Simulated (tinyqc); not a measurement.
## Gate sheet resistance from two finger widths

Problem. At low frequency R = Rsh Wf/(3 L) + B/Wf, where B collects the channel and vertical terms. Find Rsh, B and the width of lowest R.

Parameters, values chosen for the exercise:
```
symbol  value  unit         meaning
L         1.6    um  channel length
```

input resistance of single fingers, contacted at one end, of width 1.5 and 5.7 um (ohm): [172.91667, 67.609649]

Solution. R Wf is a straight line in Wf^2; the minimum of R lies where both terms are equal.

Rsh = 20.00 ohm/square
B = 250.0 ohm um
width of lowest R = 7.746 um

Program tinyqc, `OMP_NUM_THREADS=1 python tinyqc.py 2262185 2262186 out.jsonl`; Intel Xeon 2.30GHz, shared host, one thread, about 0.01 s.
